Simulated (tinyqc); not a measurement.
## Voltage drop against the pad pitch

A grid of 25 by 25 nodes with segments Rx (rows) and Ry (columns); every node draws I1 and the central node kh I1; pads with resistance Rp sit at the nodes whose row and column are multiples of the pitch, counting from 0. The drops u = Vdd - V follow from G u = i, with G the conductance matrix and i the load currents, solved directly.

Parameters, values chosen for the exercise:
- Vdd = 0.7 V (supply voltage)
- Rx = 0.4 ohm (resistance of a horizontal segment)
- Ry = 1.3 ohm (resistance of a vertical segment)
- Rp = 0.32 ohm (resistance from a pad node to the supply)
- kh = 3 (factor on the load at the hot node)
- I1 = 0.15 mA (load current of a node in the large grid)

Voltage drop against the pad pitch:

| pitch (nodes) | pads | worst drop (mV) | mean drop (mV) | largest drop at a pad (mV) | largest pad current (mA) | worst drop over Vdd (%) |
|---|---|---|---|---|---|---|
| 1 | 625 | 0.08531 | 0.04815 | 0.08531 | 0.2666 | 0.01219 |
| 2 | 169 | 0.3309 | 0.2518 | 0.2374 | 0.7417 | 0.04727 |
| 3 | 81 | 0.7431 | 0.5994 | 0.4777 | 1.493 | 0.1062 |
| 4 | 49 | 1.372 | 1.090 | 0.7993 | 2.498 | 0.1961 |
| 6 | 25 | 3.072 | 2.477 | 1.639 | 5.123 | 0.4389 |
| 8 | 16 | 5.519 | 4.365 | 2.553 | 7.978 | 0.7884 |
| 12 | 9 | 10.84 | 9.387 | 5.159 | 16.12 | 1.549 |
| 24 | 4 | 37.82 | 32.53 | 7.524 | 23.51 | 5.403 |

The worst drop goes from 0.0853 to 37.8 mV while the number of pads falls from 625 to 4; between the last two rows it goes as pitch^(1.80). The largest drop at a pad is 100 % of the worst drop in the first row and 19.9 % in the last; the rest falls along the wires.

tinyqc, about 0.4 s, one thread, Intel Xeon 2.30GHz (shared host): `OMP_NUM_THREADS=1 python tinyqc.py 2770226 2770227 out.jsonl`
